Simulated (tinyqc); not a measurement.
# Tunnelling through a two-layer gate stack, WKB transmission and Tsu-Esaki current: effect of the tunnelling mass m1

Electrons leave the emitter at x = 0. Energies E (motion across the layers) are in eV from the emitter Fermi level; the collector Fermi level lies at -V and offers states at every E. No charge in the dielectric and no image force: F1 = V/(t1 + t2 eps1/eps2), F2 = F1 eps1/eps2; U = phi1 - F1 x in layer 1 and phi2 - F1 t1 - F2 (x - t1) in layer 2. With C = hbar^2/(2 m0), kappa = sqrt(m (U - E)/C) where U > E and 0 elsewhere; T(E) = exp(-S), S = 2 times the integral of kappa over x.

Each layer adds (2/F) sqrt(m/C) [G(u at its left edge) - G(u at its right edge)] to S, with u = U - E (0 where negative) and G(u) = (2/3) u^1.5. J = J0 times the integral of T(E) N(E) dE, N = ln[(1 + exp(-E/Vt))/(1 + exp((-E - V)/Vt))], J0 = q^2 me m0 kB T/(2 pi^2 hbar^3) (times 1e-4 for A/cm^2 per eV), from E = -Ef to far above the barrier (T = 1 there), by quadrature converged to the digits shown.

Parameters, values chosen for the exercise; layer 1 close to silicon nitride, layer 2 close to aluminium oxide: temperature T = 300 K; Fermi energy of the emitter above its band bottom Ef = 0.32 eV; emitter mass in the supply function me = 0.42 m0; barrier of layer 1 above the emitter Fermi level at zero bias phi1 = 2.11 eV; thickness of layer 1 t1 = 1 nm; relative permittivity of layer 1 eps1 = 7.65; barrier of layer 2 at zero bias phi2 = 2.54 eV; tunnelling mass of layer 2 m2 = 0.4 m0; thickness of layer 2 t2 = 3.4 nm; relative permittivity of layer 2 eps2 = 8.68; voltage across the dielectric V = 1.5 V.

Constants: q = 1.602176634e-19 C, kB = 1.380649e-23 J/K, hbar = 1.054571817e-34 J s, m0 = 9.1093837015e-31 kg, Vt = kB T/q, hbar^2/(2 m0) = 0.0380998212 eV nm^2. Results are converted to the units shown.

Effect of the tunnelling mass m1:

| m1 (m0) | S at E = 0 | T(E = 0) | J (A/cm^2) | mean E of the current (eV) |
|---|---|---|---|---|
| 0.12 | 32.66 | 6.525e-15 | 4.302e-7 | -0.1311 |
| 0.15 | 33.24 | 3.651e-15 | 2.361e-7 | -0.1298 |
| 0.2 | 34.09 | 1.559e-15 | 9.807e-8 | -0.1278 |
| 0.25 | 34.84 | 7.368e-16 | 4.524e-8 | -0.1261 |
| 0.31 | 35.65 | 3.290e-16 | 1.969e-8 | -0.1243 |
| 0.4 | 36.73 | 1.123e-16 | 6.499e-9 | -0.1218 |
| 0.5 | 37.79 | 3.891e-17 | 2.179e-9 | -0.1194 |
| 0.63 | 39.02 | 1.137e-17 | 6.139e-10 | -0.1166 |

J falls from 4.30e-7 to 6.14e-10 A/cm^2. S goes as m1^(0.11): only one of the two layers feels this mass, so the power is below 0.5.

Numbers from tinyqc (`OMP_NUM_THREADS=1 python tinyqc.py 2540016 2540017 out.jsonl`; about 0.04 s on one thread of a shared Intel Xeon 2.30GHz).
